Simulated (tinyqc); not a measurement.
Slow cooling against a quench: self-consistent Fermi level with native defects, at growth and after a quench. Computed by tinyqc, a small Python program. Command: `OMP_NUM_THREADS=1 python tinyqc.py 3001536 3001537 out.jsonl scfermi walk`. One thread of a shared host (Intel(R) Xeon(R) Processor @ 2.30GHz), about 0.05 s of CPU time with the checks.

Energies are counted from the top of the valence band (VBM); when the gap shrinks with temperature the conduction band moves and the levels stay. The added dopant is taken as fully ionised. D and A draw on one reservoir with opposite signs, as the two vacancies of a compound do.

Inputs (values chosen for the exercise, with bands modelled on CdTe):

| quantity | value | unit |
|---|---|---|
| gap E_g at 300 K | 1.55 | eV |
| slope -dE_g/dT above 300 K | 0.00026 | eV/K |
| electron mass m_e | 0.098 | m_0 |
| valleys M_c | 1 | - |
| hole mass m_h | 0.648 | m_0 |
| E_f of the neutral native donor D | 1.7 | eV |
| E_f of the neutral native acceptor A | 2.868 | eV |
| shift s of the chemical potential | -0.29 | eV |
| site density N_s | 1.5e+22 | cm^-3 |
| dopant density N_X | 8.1e+16 | cm^-3 |
| growth temperature T_g | 924 | K |
| temperature of use T | 400 | K |

Added shallow dopant: donor.

levels of D above the VBM, most positive state first (eV): 0.587  0.689

levels of A above the VBM, (0/-1) first (eV): 0.106  0.368  0.771

Constants: m_0 = 9.1093837015e-31 kg; k_B = 1.380649e-23 J/K; h = 6.62607015e-34 J s; k_B = 8.617333262e-05 eV/K.

Method:
- E_f(D, 0) = input + s and E_f(A, 0) = input - s; E_f(q, E_F = 0) follows from the levels, eps(q/q-1) = E_f(q - 1) - E_f(q) at E_F = 0.
- E_g(T) = E_g - slope x max(0, T - 300 K).
- N_c = 2 M_c (2 pi m_e k_B T/h^2)^(3/2) and N_v = 2 (2 pi m_h k_B T/h^2)^(3/2), masses in units of m_0.
- At growth T = T_g.
- n = N_c F_1/2((E_F - E_g)/k_B T), p = N_v F_1/2(-E_F/k_B T).
- F_1/2(eta) = (2/sqrt(pi)) int_0^infinity sqrt(x)/(1 + exp(x - eta)) dx, by the trapezoid rule in t = sqrt(x) with step 0.02 up to t = 12 (for eta < -12 by exp(eta) - exp(2 eta)/2^(3/2)).
- In equilibrium c_q = N_s exp(-(E_f(q, 0) + q E_F)/k_B T).
- Net charge = p - n + sum q c_q + N_X; the log ratio is ln(positive charge/negative charge).
- E_F is the root of the log ratio, by 50 bisections between -0.5 eV and E_g + 0.5 eV.
- After a quench the totals of D and A stay as grown, and each is shared among its charge states with weights exp(-(E_f(q, 0) + q E_F)/k_B T).
- Each E_F by bisection; full equilibrium lets the defects form and vanish at every T.

E_f(q, E_F = 0) (eV): D(+2) 0.134, D(+1) 0.721, D(0) 1.410, A(0) 3.158, A(-1) 3.264, A(-2) 3.632, A(-3) 4.403

total D = 3.08652e+14 cm^-3

total A = 3.69229e+15 cm^-3

Two histories (densities in cm^-3):

| T (K) | E_F, equilibrium (eV) | n | p | all defects | E_F, frozen (eV) | n, frozen | p, frozen |
|---|---|---|---|---|---|---|---|
| 820 | 1.1262 | 5.8191e+16 | 7.0883e+12 | 7.6546e+15 | 1.1392 | 6.9950e+16 | 5.8897e+12 |
| 710 | 1.1839 | 4.0141e+16 | 1.8807e+11 | 1.3627e+16 | 1.2181 | 6.9926e+16 | 1.0756e+11 |
| 610 | 1.2299 | 2.3367e+16 | 2.6163e+09 | 1.9212e+16 | 1.2879 | 6.9923e+16 | 8.6788e+08 |
| 500 | 1.2759 | 9.5390e+15 | 3.8844e+06 | 2.3820e+16 | 1.3623 | 6.9923e+16 | 5.2314e+05 |
| 400 | 1.3153 | 2.7780e+15 | 5.4015e+02 | 2.6074e+16 | 1.4272 | 6.9923e+16 | 2.1035e+01 |

At 400 K equilibrium would leave 2.61e16 defects per cm^3 against 4.00e15 frozen in, and E_F differs by +0.112 eV. The majority density of the quenched sample is 25 times the equilibrium one. Real samples lie between, set by the temperature at which diffusion stops.
